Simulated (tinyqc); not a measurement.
# Line constants from open and short measurements

Inverse problem. A uniform line of length len, under a quarter wavelength, has Z_open = Zc coth(gamma len) and Z_short = Zc tanh(gamma len); gamma Zc = r + i w l and gamma/Zc = g + i w c, w = 2 pi f. Find r, l and c.

Inputs (values chosen for the exercise): length len = 18 mm; frequency f = 1.7 GHz.

Zin with the far end open = 1.363485-19.672051i ohm
Zin with the far end shorted = 25.28371+284.21415i ohm

Solution. The product of the two impedances is Zc^2 and their ratio tanh^2(gamma len); the principal branch holds below a quarter wavelength.

r = 0.134 ohm/mm
l = 0.513 nH/mm
c = 91.1 pF/m

Computed by the program tinyqc: `OMP_NUM_THREADS=1 python tinyqc.py 2810164 2810165 out.jsonl`, one thread of a shared Intel Xeon 2.30GHz, about 0.01 s for the whole run.
